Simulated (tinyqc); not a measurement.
Junction field-effect transistor with two gates, gradual channel with velocity saturation: effect of the donor density of the channel on saturation.

A uniformly doped n-type channel, depleted from both sides by p+ gates; at channel potential V the depleted share of a is u = sqrt((Vbi - Vg + V)/Vp), s at the source. Electrons drift with v = mu E/(1 + mu E/vsat). Abrupt depletion edge, no series resistance, source at 0.

ni = sqrt(Nc Nv) exp(-Eg/(2 Vt)), Eg in volts; Vbi = Vt ln(Na Nd/ni^2); Vp = q Nd a^2/(2 eps0 eps_r); G0 = 2 q mu Nd a W/L; Z = mu Vp/(vsat L); s = sqrt((Vbi - Vg)/Vp). I = (G0 Vp/3) F/(1 + Z (u^2 - s^2)), F = 3 (u^2 - s^2) - 2 (u^3 - s^3), with u at V = Vd; Z = 0 gives constant mobility, for which u stops at 1. The current peaks at u = um, the root of (1 - u)(1 + Z (u^2 - s^2)) = Z F/3; beyond Vdsat = Vp (um^2 - s^2) it is held at that value. gm = G0 (um - s)/(1 + Z (um^2 - s^2)).

Inputs (values chosen for the exercise); material values close to those of silicon: temperature T = 400 K; relative permittivity of the semiconductor eps_r = 11.8; conduction-band density of states at T Nc = 4.3e19 cm^-3; band gap Eg = 1.13 eV; valence-band density of states at T Nv = 4.02e19 cm^-3; half the channel thickness a = 180 nm; low-field mobility at this doping mu = 780 cm^2/(V s); saturation velocity vsat = 1.4e7 cm/s; gate length L = 1 um; gate width W = 200 um; acceptor density of the gates Na = 1.2e18 cm^-3; gate voltage Vg = -0.5 V.

Constants: q = 1.602176634e-19 C, kB = 1.380649e-23 J/K, Vt = kB T/q, eps0 = 8.8541878128e-14 F/cm where lengths are in cm. Results are converted to the units shown.

Effect of the donor density of the channel on saturation:
```
Nd (cm^-3)       Z      um  Vdsat (V)  Isat (mA)  Isat for Z = 0 (mA)  gm (mS)
6.7e16      0.9273  0.9896     0.3439      1.124                1.350    5.594
9e16         1.246  0.9595     0.7623      5.880                8.665    11.26
1.2e17       1.661  0.9184      1.208      15.82                28.49    16.55
1.6e17       2.215  0.8703      1.694      33.52                73.95    21.84
2.2e17       3.045  0.8129      2.285      66.47                184.2    27.88
3e17         4.152  0.7556      2.917      118.4                411.5    34.13
```

As Nd goes from 6.7e16 to 3e17 cm^-3, Vdsat rises from 0.344 to 2.92 V, Isat rises from 1.12 to 118 mA and gm rises from 5.59 to 34.1 mS. Isat is 0.833 of the constant-mobility value in the first row and 0.288 in the last. At Nd = 6.7e16 cm^-3 the open channel at the source, (1 - s) a, is under two Debye lengths, so the abrupt edge is rough.

Program tinyqc, `OMP_NUM_THREADS=1 python tinyqc.py 2500122 2500123 out.jsonl`; Intel Xeon 2.30GHz, shared host, one thread, about 0.09 s.
